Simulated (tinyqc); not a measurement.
Energy conservation against the time step: molecular dynamics of a small cluster by velocity Verlet steps. Computed by tinyqc, a small Python program. Command: `OMP_NUM_THREADS=1 python tinyqc.py 3026627 3026628 out.jsonl verlet walk`. One thread of a shared host (Intel(R) Xeon(R) Processor @ 2.30GHz), about 0.1 s of CPU time with the checks.

E = sum_(i<j) phi(r_ij), phi(r) = eps [exp(-2 alpha (r - r0)) - 2 exp(-alpha (r - r0))]; the force on i is -sum_j phi'(r_ij) (R_i - R_j)/r_ij.

Inputs (values chosen for the exercise, for model atoms):
```
quantity         value        unit
length r0         2.86    angstrom
well depth eps    0.36          eV
stiffness alpha   1.85  1/angstrom
atomic mass M      121           u
time step dt        15          fs
steps              300           -
```

Potential: Morse.

starting positions (angstrom):
```
            x     y      z
atom 1  -0.02  0.07   0.01
atom 2   2.85  0.01  -0.06
atom 3   1.47  2.48   0.03
```

starting velocities (angstrom/fs):
```
               x         y         z
atom 1   0.00066   0.00271   0.00184
atom 2    -2e-05  -0.00038    0.0016
atom 3  -0.00064  -0.00233  -0.00344
```

Constants: 1 eV/(angstrom u) = 9.648533212e-03 angstrom/fs^2; k_B = 8.617333262e-05 eV/K.

Method:
- Relax the cluster, diagonalise the Hessian (central differences): omega_max = sqrt(c lambda_max/M). Verlet steps are stable for omega_max dt < 2.
- Velocity Verlet: a = c F/M with c = 9.648533212e-3 angstrom/fs^2 per eV/(angstrom u); R(new) = R + v dt + a dt^2/2; v(new) = v + (a + a(new)) dt/2. Kinetic energy K = M v^2/(2c); temperature T = 2K/((3N - 3) k_B), rotation of the cluster included.
- Runs without thermostat over the same span of time, steps x dt; spread = largest minus smallest value. For contrast, the energy gained over the first 30 dt (dt of the inputs) by explicit Euler steps: R(new) = R + v dt, v(new) = v + a dt.

omega_max dt = 0.364189

Energy error (eV):
```
dt (fs)  omega_max dt  Verlet, spread of U + K  Euler, gain in U + K
1.875          0.0455               4.1573e-05                0.0332
3.750          0.0910               1.6553e-04                0.0790
7.500          0.1821               6.6729e-04                0.2228
15.000         0.3642               2.6250e-03                0.9298
30.000         0.7284               1.0585e-02                1.2809
45.000         1.0926               4.7620e-02                3.4582
```

What follows from these numbers?

The Verlet error grows as dt^1.99 between the first rows, the second order of the method. Euler steps gain energy steadily: over that short span the gain in the first row is already 800 times the Verlet spread of the whole run, and it grows as dt^1.25, tending to the first order of that method as dt shrinks. Caution: where the Euler gain approaches or exceeds the binding energy the cluster has blown apart.

Extremes, crossings and ranges named in words are read from the listed rows.
